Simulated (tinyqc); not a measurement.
# Inputs raised by 10 %, one at a time

Model: interdiffusion of a quantum well during annealing: blurred potential and shift of the confined levels. Computed by tinyqc, a small Python program. Command: `OMP_NUM_THREADS=1 python tinyqc.py 3018880 3018881 out.jsonl qwi sens`. One thread of a shared host (Intel(R) Xeon(R) Processor @ 2.30GHz), about 0.08 s of CPU time with the checks.

A square well of width w is blurred by Fick diffusion with a constant coefficient; band offsets are linear in composition, masses are uniform, and strain and excitons are ignored.

Inputs (values chosen for the exercise, modelled on SiGe in silicon (holes and electrons as a model)):

| quantity | value | unit |
|---|---|---|
| well width w | 5 | nm |
| electron mass m_e | 0.19 | m_0 |
| hole mass m_h | 0.267 | m_0 |
| conduction offset V_c | 0.034 | eV |
| valence offset V_v | 0.26 | eV |
| prefactor D0 | 30 | cm^2/s |
| activation energy E | 4.08 | eV |
| anneal temperature T | 900 | C |
| anneal time t | 36 | s |

Constants: k_B = 8.617333262e-05 eV/K; hbar^2/(2 m_0) = 3.80998212 eV angstrom^2.

Method:
- D = D0 exp(-E/(k_B T)); L = sqrt(D t); share of well material at the centre erf(w/(4L)); 1 nm = 1e-7 cm.
- Temperatures in kelvin are T(C) + 273.15.
- Square well, ground state: take the lowest root of k tan(k w/2) = kappa, k^2 = E/c, kappa^2 = (V - E)/c, c = hbar^2/(2m) with hbar^2/(2 m_0) in eV angstrom^2.
- With L = sqrt(D t) and the share at the centre erf(w/(4L)). After the anneal: V(z) = V {1 - (1/2)[erf((w/2 - z)/(2L)) + erf((w/2 + z)/(2L))]}, energies counted from the original well bottom. Finite differences on 3000 points over |z| < w/2 + 6L + 25 nm; shifts are taken against the same grid with cell-averaged square steps.
- Rise of the bottom = V (1 - share at the centre). Overlap = |<electron|hole>|^2.

Runs:

| input moved | from | to | shift of the electron level (meV) | shift of the hole level (meV) | electron level before the anneal (meV) | share at the centre |
|---|---|---|---|---|---|---|
| base run | - | - | 0.884 | 13.037 | 18.14 | 0.9982 |
| well width w (nm) | 5 | 5.5 | 0.851 | 10.640 | 16.71 | 0.9994 |
| hole mass m_h (m_0) | 0.267 | 0.2937 | 0.884 | 12.933 | 18.14 | 0.9982 |
| conduction offset V_c (eV) | 0.034 | 0.0374 | 1.041 | 13.037 | 19.17 | 0.9982 |
| valence offset V_v (eV) | 0.26 | 0.286 | 0.884 | 14.226 | 18.14 | 0.9982 |
| prefactor D0 (cm^2/s) | 30 | 33 | 0.962 | 14.286 | 18.14 | 0.9971 |
| anneal time t (s) | 36 | 39.6 | 0.962 | 14.286 | 18.14 | 0.9971 |

Exponents ln(y'/y) / ln(x'/x):

| input | shift of the electron level | shift of the hole level | electron level before the anneal | share at the centre |
|---|---|---|---|---|
| well width w | -0.399 | -2.132 | -0.860 | 0.013 |
| hole mass m_h | 0.000 | -0.084 | 0.000 | 0.000 |
| conduction offset V_c | 1.715 | 0.000 | 0.579 | 0.000 |
| valence offset V_v | 0.000 | 0.916 | 0.000 | 0.000 |
| prefactor D0 | 0.887 | 0.960 | 0.000 | -0.012 |
| anneal time t | 0.887 | 0.960 | 0.000 | -0.012 |

Which inputs matter most for each result?

Among the inputs moved here: shift of the electron level answers most in size to conduction offset V_c (exponent +1.715), next to prefactor D0 (+0.887); its exponent is below 0.0005 for hole mass m_h, valence offset V_v. Shift of the hole level answers most in size to well width w (exponent -2.132), next to prefactor D0 (+0.960); its exponent is below 0.0005 for conduction offset V_c. Electron level before the anneal answers most in size to well width w (exponent -0.860), next to conduction offset V_c (+0.579); its exponent is below 0.0005 for hole mass m_h, valence offset V_v, prefactor D0, anneal time t. Share at the centre answers most in size to well width w (exponent +0.013), next to prefactor D0 (-0.012); its exponent is below 0.0005 for hole mass m_h, conduction offset V_c, valence offset V_v.

Caution (all rows): the well mass is used in the barriers too; a heavier barrier mass would lower these levels.
